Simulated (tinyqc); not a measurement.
Gain factor and gap resistance from two string resistances.

Inverse problem. At small bit-line voltage each of the 48 cells has the resistance 1/(K x) at overdrive x (no mobility reduction) in series with a gap resistance Rg. Find K, Rg and the share of the gaps at the higher overdrive.

resistance of a string of 48 equal cells at overdrives of 3.8 and 8.2 V (kohm): [2085.4737, 1661.8537]

Answer. The resistance per cell is a straight line in 1/x with slope 1/K and intercept Rg.

K = 16.00 uA/V^2
Rg = 27.00 kohm
share of the gaps = 77.99 %

Computed by the program tinyqc: `OMP_NUM_THREADS=1 python tinyqc.py 2142225 2142226 out.jsonl`, one thread of a shared Intel Xeon 2.30GHz, about 0.4 s for the whole run.
